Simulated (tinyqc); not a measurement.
Worked calculation: UHF in the sto-3g basis, for H4, spin multiplicity 3. This run ends on a higher stationary point, not on the lowest solution. One step of it, computed by the program tinyqc.

Task: Iteration 3 (converged): orbitals. Diagonalise F' = X^T F X, C = X C', fill 3 alpha and 1 beta electrons from the bottom; D(s) = C_occ C_occ^T. Each column has its largest component positive (the first on a tie).

F(alpha) (hartree), lower triangle:
```
           1H 1s      2H 1s      3H 1s      4H 1s
1H 1s  -0.433787
2H 1s  -0.499603  -0.433787
3H 1s  -0.223101  -0.118486  -0.433787
4H 1s  -0.118486  -0.223101  -0.499603  -0.433787
```

F(beta) (hartree), lower triangle:
```
           1H 1s      2H 1s      3H 1s      4H 1s
1H 1s  -0.029020
2H 1s  -0.312011  -0.029020
3H 1s  -0.215176  -0.196770  -0.029020
4H 1s  -0.196770  -0.215176  -0.312011  -0.029020
```

X, lower triangle:
```
           1H 1s      2H 1s      3H 1s     4H 1s
1H 1s   1.136077
2H 1s  -0.308151   1.136077
3H 1s  -0.095460   0.003718   1.136077
4H 1s   0.003718  -0.095460  -0.308151  1.136077
```

Give: F' = X^T F X; orbital energies; coefficients C; F' = X^T F X; orbital energies; coefficients C; D(alpha) after iteration 3; D(beta) after iteration 3.

Result:

F' = X^T F X (alpha) (hartree), lower triangle:
```
         1        2        3        4
1  -0.2139
2  -0.3818  -0.2139
3  -0.1667   0.0714  -0.2139
4   0.0714  -0.1667  -0.3818  -0.2139
```

orbital energies (alpha) (hartree): MO1 -0.6910, MO2 -0.5005, MO3 -0.0702, MO4 0.4060

coefficients C (alpha):
```
          MO1      MO2      MO3      MO4
1H 1s  0.3681   0.4598   0.6725   0.7717
2H 1s  0.3681   0.4598  -0.6725  -0.7717
3H 1s  0.3681  -0.4598   0.6725  -0.7717
4H 1s  0.3681  -0.4598  -0.6725   0.7717
```

F' = X^T F X (beta) (hartree), lower triangle:
```
         1        2        3       4
1   0.2121
2  -0.3862   0.2121
3  -0.1768  -0.0572   0.2121
4  -0.0572  -0.1768  -0.3862  0.2121
```

orbital energies (beta) (hartree): MO1 -0.4081, MO2 0.0600, MO3 0.4787, MO4 0.7180

coefficients C (beta):
```
          MO1      MO2      MO3      MO4
1H 1s  0.3681   0.4598   0.6725   0.7717
2H 1s  0.3681   0.4598  -0.6725  -0.7717
3H 1s  0.3681  -0.4598   0.6725  -0.7717
4H 1s  0.3681  -0.4598  -0.6725   0.7717
```

D(alpha) after iteration 3, lower triangle:
```
         1H 1s    2H 1s    3H 1s   4H 1s
1H 1s   0.7992
2H 1s  -0.1053   0.7992
3H 1s   0.3763  -0.5282   0.7992
4H 1s  -0.5282   0.3763  -0.1053  0.7992
```

D(beta) after iteration 3, lower triangle:
```
        1H 1s   2H 1s   3H 1s   4H 1s
1H 1s  0.1355
2H 1s  0.1355  0.1355
3H 1s  0.1355  0.1355  0.1355
4H 1s  0.1355  0.1355  0.1355  0.1355
```
